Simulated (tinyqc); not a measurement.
Optical transitions of a finite quantum well: one step. Confinement energies. Three cases, with inputs chosen for the exercise.

Question. Up to three levels for each carrier.

Each carrier sees a square well of width L with its own depth V and masses m (inside), mb (outside); c = hbar^2/2m0, k = sqrt(m E/c), kappa = sqrt(mb (V - E)/c), and level n solves k L + 2 atan[(k/m)/(kappa/mb)] = n pi. The envelope is cos(kz) for odd n and sin(kz) for even n inside, joins exp(-kappa (|z| - L/2)) outside, and is normalised to 1. Excitons and band mixing are left out.

Constants: hbar^2/2m0 = 3.80998211 eV angstrom^2.

Case 1.

Values chosen (near those of an InGaAs well in InP; the results hold for these values, not for the real material): L = 104 angstrom (well width); Eg = 0.821 eV (gap of the well); Vc = 0.247 eV (conduction offset); Vv = 0.337 eV (valence offset); me = 0.041 m0 (electron, well); meb = 0.0817 m0 (electron, barrier); mh = 0.368 m0 (heavy hole along z, well); mhb = 0.529 m0 (heavy hole, barrier); ml = 0.0511 m0 (light hole along z, well); mlb = 0.1253 m0 (light hole, barrier).

Case 2.

Values chosen (near those of an InGaAs well in InP; the results hold for these values, not for the real material): L = 94 angstrom (well width); Eg = 0.799 eV (gap of the well); Vc = 0.245 eV (conduction offset); Vv = 0.349 eV (valence offset); me = 0.041 m0 (electron, well); meb = 0.0816 m0 (electron, barrier); mh = 0.366 m0 (heavy hole along z, well); mhb = 0.535 m0 (heavy hole, barrier); ml = 0.0541 m0 (light hole along z, well); mlb = 0.1185 m0 (light hole, barrier).

Case 3.

Values chosen (near those of a GaAs well in AlGaAs; the results hold for these values, not for the real material): L = 111 angstrom (well width); Eg = 1.535 eV (gap of the well); Vc = 0.259 eV (conduction offset); Vv = 0.139 eV (valence offset); me = 0.0675 m0 (electron, well); meb = 0.0936 m0 (electron, barrier); mh = 0.35 m0 (heavy hole along z, well); mhb = 0.396 m0 (heavy hole, barrier); ml = 0.0879 m0 (light hole along z, well); mlb = 0.1108 m0 (light hole, barrier).

Give: a table of level, E (eV), k (1/angstrom), kappa (1/angstrom).

Answer.

Case 1.

Levels:

| level | E (eV) | k (1/angstrom) | kappa (1/angstrom) |
|---|---|---|---|
| e1 | 0.0369 | 0.01993 | 0.06712 |
| e2 | 0.1499 | 0.04017 | 0.04562 |
| hh1 | 0.0074 | 0.02678 | 0.21392 |
| hh2 | 0.0297 | 0.05355 | 0.20656 |
| hh3 | 0.0667 | 0.08029 | 0.19371 |
| lh1 | 0.0330 | 0.02105 | 0.09999 |
| lh2 | 0.1369 | 0.04285 | 0.08112 |
| lh3 | 0.3072 | 0.06419 | 0.03130 |

Case 2.

Levels:

| level | E (eV) | k (1/angstrom) | kappa (1/angstrom) |
|---|---|---|---|
| e1 | 0.0421 | 0.02127 | 0.06593 |
| e2 | 0.1701 | 0.04278 | 0.04006 |
| hh1 | 0.0089 | 0.02930 | 0.21852 |
| hh2 | 0.0357 | 0.05859 | 0.20973 |
| hh3 | 0.0803 | 0.08784 | 0.19424 |
| lh1 | 0.0381 | 0.02325 | 0.09834 |
| lh2 | 0.1563 | 0.04711 | 0.07741 |
| lh3 | 0.3386 | 0.06934 | 0.01794 |

Case 3.

Levels:

| level | E (eV) | k (1/angstrom) | kappa (1/angstrom) |
|---|---|---|---|
| e1 | 0.0262 | 0.02153 | 0.07563 |
| e2 | 0.1035 | 0.04282 | 0.06181 |
| e3 | 0.2216 | 0.06266 | 0.03032 |
| hh1 | 0.0064 | 0.02418 | 0.11741 |
| hh2 | 0.0253 | 0.04822 | 0.10870 |
| hh3 | 0.0563 | 0.07193 | 0.09270 |
| lh1 | 0.0187 | 0.02079 | 0.05914 |
| lh2 | 0.0728 | 0.04099 | 0.04387 |
| lh3 | 0.1390 | 0.05663 | 0.00009 |

Computed by tinyqc, one run a case: `OMP_NUM_THREADS=1 python tinyqc.py N N+1 out.jsonl` with N = 1251804, 1252084, 1252095; one thread of a shared Intel(R) Xeon(R) Processor @ 2.30GHz, about 0.1 s a run at most.
